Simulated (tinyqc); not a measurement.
# MOS capacitor on an n-type substrate, surface potential from the exact charge relation: what changes with what

Uniform n-type substrate, Boltzmann statistics, full ionisation, classical densities. psi is the surface potential against the body (positive when the bands bend down) and u = -psi/Vt. Traps are spread evenly over the gap and neutral at flat band, so their charge is -q Dit psi; the minority quasi-Fermi level is shifted by Vb.

Parameters, values chosen for the exercise; band and dielectric values those of a made-up semiconductor:
```
symbol,value,unit,meaning
T,273,K,temperature
Eg,1.09,eV,band gap
eps_r,11.9,,relative permittivity
Nc,2.43e19,cm^-3,conduction-band density of states at T
Nv,1.81e19,cm^-3,valence-band density of states at T
chi,4.7,eV,electron affinity
N,1.3e17,cm^-3,donor density of the substrate
eox,3.9,,relative permittivity of the gate insulator (close to silicon dioxide)
tox,13,nm,insulator thickness
phiM,5.18,eV,gate work function
Nf,-2.3e11,cm^-2,"fixed charge at the interface, in units of q"
Dit,1.9e11,cm^-2 eV^-1,density of interface traps
Vb,0,V,reverse bias of the inversion layer against the body
```

Constants: q = 1.602176634e-19 C, kB = 1.380649e-23 J/K, Vt = kB T/q, eps0 = 8.8541878128e-14 F/cm where lengths are in cm. Results are converted to the units shown.

Each table varies one quantity; the others keep the values above.

## Capacitance-voltage curves

ni = sqrt(Nc Nv) exp(-Eg/(2 Vt)), Eg in volts; phiF = Vt ln(N/ni); Cox = eps0 eox/tox; Vfb = phiM - chi - Vt ln(Nc/N) - q Nf/Cox; Q0 = sqrt(2 eps0 eps_r q N Vt); r = (ni/N)^2 exp(-Vb/Vt); VT = Vfb - [(2 phiF + Vb)(1 + q Dit/Cox) + sqrt(2 eps0 eps_r q N (2 phiF + Vb))/Cox]. u = -psi/Vt; F^2 = exp(-u) + u - 1 + r (exp(u) - u - 1); Qs = +sign(u) Q0 F; Cs = -dQs/dpsi = (Q0/Vt) |1 - exp(-u) + r (exp(u) - 1)|/(2 F). psi solves Vg = Vfb + psi + (q Dit psi - Qs)/Cox. Low frequency: 1/C_LF = 1/Cox + 1/(Cs + q Dit). High frequency, in the simple estimate in which traps and minority carriers do not follow: 1/C_HF = 1/Cox + 1/Cd, Cd being Cs with r = 0 at the same psi. Deep depletion: r = 0 and Dit = 0 both in the equation for psi and in Cs. Minority sheet density N_inv = (Q0/(2 q)) int_0^u r (exp(t) - 1)/F(t) dt for u > 0. N_inv under 1 cm^-2 is printed as 0. Regimes: accumulation when majority carriers gather, then depletion up to |psi| = phiF + Vb, weak inversion up to 2 phiF + Vb, strong inversion beyond.

Capacitance-voltage curves:
```
Vg (V)   psi (V)  C_LF/Cox  C_HF/Cox  C_deep/Cox  N_inv (cm^-2)            regime
1.47     0.09494    0.9524    0.9522      0.9526              0      accumulation
1.08     0.07209    0.9271    0.9265      0.9273              0      accumulation
0.69     0.03321    0.8621    0.8598      0.8609              0      accumulation
0.31    -0.04841    0.6850    0.6732      0.6694              0         depletion
-0.08    -0.2105    0.5065    0.4770      0.4688              0         depletion
-0.47    -0.4205    0.4254    0.3849      0.3764          287.1         depletion
-0.86    -0.6543    0.3794    0.3318      0.3233        4.650e6    weak inversion
-1.25    -0.8804    0.6609    0.2988      0.2878       5.777e10  strong inversion
-1.63    -0.9381    0.9240    0.2920      0.2625       5.467e11  strong inversion
-2.02    -0.9599    0.9574    0.2895      0.2424       1.144e12  strong inversion
-2.41    -0.9738    0.9698    0.2880      0.2263       1.760e12  strong inversion
```

C_LF/Cox is lowest, 0.379, at Vg = -0.86 V (weak inversion) among the rows listed and is 0.970 in the last row, where C_HF/Cox is 0.288 and the deep-depletion value 0.226. Vfb = 0.496 V, where C_HF/Cox = 0.784 (Cox in series with eps0 eps_r/LD), and VT = -1.18 V. Over the last two rows psi moves by only 0.036 V a volt of gate bias, since the inversion charge screens the body. The traps add q Dit = 0.11 Cox beside Cs, which lifts C_LF above C_HF even in depletion. In strong accumulation and inversion degeneracy and confinement, left out here, lower the capacitance.

## Effect of the donor density of the substrate on threshold and swing

ni = sqrt(Nc Nv) exp(-Eg/(2 Vt)), Eg in volts; phiF = Vt ln(N/ni); Cox = eps0 eox/tox; Vfb = phiM - chi - Vt ln(Nc/N) - q Nf/Cox; VT = Vfb - [(2 phiF + Vb)(1 + q Dit/Cox) + sqrt(2 eps0 eps_r q N (2 phiF + Vb))/Cox]. gamma = sqrt(2 eps0 eps_r q N)/Cox; Wm = sqrt(2 eps0 eps_r (2 phiF + Vb)/(q N)); m = 1 + (eps0 eps_r/Wm + q Dit)/Cox; swing m Vt ln 10; Cmin/Cox = 1/(1 + Cox Wm/(eps0 eps_r)).

Results:
```
N (cm^-3)  Vfb (V)  2 phiF (V)  gamma (V^0.5)   VT (V)  Wm (nm)      m  swing (mV/decade)  Cmin/Cox
1e15        0.3812      0.6218        0.06917  -0.3664    904.3  1.158              62.75   0.04202
3.4e15      0.4100      0.6794         0.1276  -0.4524    512.7  1.192              64.57   0.07182
1.1e16      0.4376      0.7346         0.2294  -0.5779    296.4  1.248              67.63    0.1180
3.8e16      0.4667      0.7930         0.4264  -0.7968    165.7  1.354              73.35    0.1932
1.3e17      0.4957      0.8508         0.7887   -1.180    92.78  1.542              83.54    0.2995
1.4e18      0.5516      0.9626          2.588   -3.061    30.07  2.434              131.8    0.5688
4.9e18      0.5811       1.022          4.842   -5.452    16.56  3.510              190.1    0.7055
```

Estimate the missing row, N = 4.3e17 cm^-3.

Computed row:
```
N (cm^-3)  Vfb (V)  2 phiF (V)  gamma (V^0.5)  VT (V)  Wm (nm)      m  swing (mV/decade)  Cmin/Cox
4.3e17      0.5238      0.9071          1.434  -1.853    52.67  1.868              101.2    0.4296
```

With this row back in the table: As N goes from 1e15 to 4.9e18, VT falls from -0.366 to -5.45 V, the swing rises from 62.8 to 190 mV/decade and Cmin/Cox rises from 0.0420 to 0.705. Of the change of VT by -5.09 V, 0.200 V comes from Vfb and -5.29 V from the band bending and the charge it takes. gamma goes as N^(0.50) and Wm as N^(-0.47); phiF, which grows slowly with N, keeps the latter from -1/2.

## Effect of the gate work function on threshold and swing

Same model as above.

The same in every row: 2 phiF (V) = 0.85082; gamma (V^0.5) = 0.78871; Wm (nm) = 92.780; m = 1.5421; swing (mV/decade) = 83.536; Cmin/Cox = 0.29949.

Results:
```
phiM (eV)   Vfb (V)    VT (V)
4.7        0.015675   -1.6602
5.1         0.41568   -1.2602
5.3         0.61568   -1.0602
5.5         0.81568  -0.86016
5.7          1.0157  -0.66016
5.9          1.2157  -0.46016
```

Estimate the missing row, phiM = 4.9 eV.

Computed row:
```
phiM (eV)  Vfb (V)   VT (V)
4.9        0.21568  -1.4602
```

With this row back in the table: As phiM goes from 4.7 to 5.9, VT rises from -1.66 to -0.460 V, the swing stays at 83.5 mV/decade and Cmin/Cox stays at 0.299. The whole change of VT is that of Vfb: the curve shifts rigidly.

tinyqc, about 0.01 s, one thread, Intel Xeon 2.30GHz (shared host): `OMP_NUM_THREADS=1 python tinyqc.py 2060117 2060118 out.jsonl`
